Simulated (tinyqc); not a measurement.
Surface photovoltage measurement of the minority-carrier diffusion length in a wafer: one step, computed by the program tinyqc.

Low injection, steady light, a depletion layer much thinner than 1/alpha and L. The excess density dn is taken at the front edge of the neutral region; light that reaches the back is lost.

Question. One wavelength. alpha = (84.732/lambda - 76.417)^2 per cm with lambda in micrometre (an empirical fit for silicon between 0.7 and 1.05 micrometre). Thick wafer: dn = Phi L/((S_f + D/L)(L + 1/alpha)). Finite wafer, with s = S_b L/D, w = W/L, a = alpha L: dn = [Phi a/(a^2 - 1)] [a - B - exp(-alpha W)(a - s)/(cosh w + s sinh w)]/(S_f + B D/L), B = (sinh w + s cosh w)/(cosh w + s sinh w). Photovoltage V = (k_B T/e) ln(1 + dn/n_0). Lifetime = L^2/D.

Inputs (values chosen for the exercise, modelled on p-type silicon at room temperature):
```
quantity                                             value        unit
diffusion length L                                      17  micrometre
wafer thickness W                                      525  micrometre
diffusivity D                                         30.5      cm^2/s
front recombination velocity S_f                       180        cm/s
back recombination velocity S_b                       2900        cm/s
photon flux entering                                 3e+13  1/(cm^2 s)
minority density at the surface barrier scale n_0  2.7e+10      1/cm^3
temperature T                                          298           K
wavelength                                             967          nm
```

Constants: k_B = 8.617333262e-05 eV/K.

Give: alpha; penetration depth 1/alpha; dn, thick wafer; B; dn, finite wafer; photovoltage V; lifetime.

Answer.

alpha = 125.59 1/cm

penetration depth 1/alpha = 79.626 micrometre

dn, thick wafer = 2.9127e+08 1/cm^3

B = 1

dn, finite wafer = 2.9127e+08 1/cm^3

photovoltage V = 0.27554 mV

lifetime = 0.094754 microsecond
